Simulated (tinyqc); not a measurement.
# Capacitance measurement on a leaky thin oxide: effects of series resistance and leakage: effect of the gate area

The device is a capacitance C in parallel with a leakage conductance G, in series with Rs and Ls. An impedance meter reports either a parallel pair (Cp, Gp) from Y = 1/Z = Gp + i w Cp or a series pair (Cs, Rm) from Z = Rm + 1/(i w Cs); w = 2 pi f, dissipation D = Gp/(w |Cp|).

EOT = 3.9 tox/eox; CET = EOT + zc + zp; C = 3.9 eps0 A/CET; G = Jg A/Vs. Z = Rs + i w Ls + 1/(G + i w C); CET read from Cp = 3.9 eps0 A/Cp; errors under 0.001 % are printed as 0. Rs is held fixed.

Values chosen for this exercise; values of the order met in thin-oxide MOS capacitors:
- eox = 3.9 (relative permittivity of the gate insulator (close to silicon dioxide))
- tox = 2.4 nm (insulator thickness)
- zc = 0.33 nm (oxide-equivalent thickness added by the accumulation layer)
- zp = 0 nm (oxide-equivalent thickness added by gate depletion)
- Jg = 29 A/cm^2 (gate leakage current density, not matched to the thickness)
- Vs = 0.25 V (voltage for an e-fold rise of the leakage)
- Rs = 6.6 ohm (series resistance)
- Ls = 0 nH (series inductance)
- f = 1e6 Hz (measuring frequency)

Constants: eps0 = 8.8541878128e-14 F/cm where lengths are in cm. Results are converted to the units shown.

Results:
```
A (um^2),C (pF),Cp (pF),Cs (pF),D,error of Cp (%),error of Cs (%),CET read from Cp (nm)
20,0.25298,0.25290,54.146,14.598,-0.0306,2.13e4,2.7308
70,0.88542,0.88447,189.51,14.604,-0.107,2.13e4,2.7329
200,2.5298,2.5220,541.46,14.618,-0.306,2.13e4,2.7384
600,7.5893,7.5201,1624.4,14.663,-0.912,2.13e4,2.7551
2000,25.298,24.540,5414.6,14.820,-2.99,2.13e4,2.8142
10000,126.49,109.13,27073,15.718,-13.7,2.13e4,3.1641
40000,505.95,296.45,1.0829e5,19.087,-41.4,2.13e4,4.6593
```

Estimate the missing row, A = 5000 um^2.

Computed row:
```
A (um^2),C (pF),Cp (pF),Cs (pF),D,error of Cp (%),error of Cs (%),CET read from Cp (nm)
5000,63.244,58.666,13537,15.157,-7.24,2.13e4,2.9430
```

With this row back in the table: As A goes from 20 to 40000, the error of Cp goes from -0.0306 to -41.4 %, that of Cs from 21300 to 21300 %, and D rises from 14.6 to 19.1. The CET read from Cp goes from 2.73 to 4.66 nm against the true 2.73 nm. G/(w C) does not depend on the area, while G Rs and w C Rs grow with it. In every row D exceeds 1, where the accuracy of real meters degrades in proportion to sqrt(1 + D^2).

tinyqc, about 0.01 s, one thread, Intel Xeon 2.30GHz (shared host): `OMP_NUM_THREADS=1 python tinyqc.py 2022042 2022043 out.jsonl`
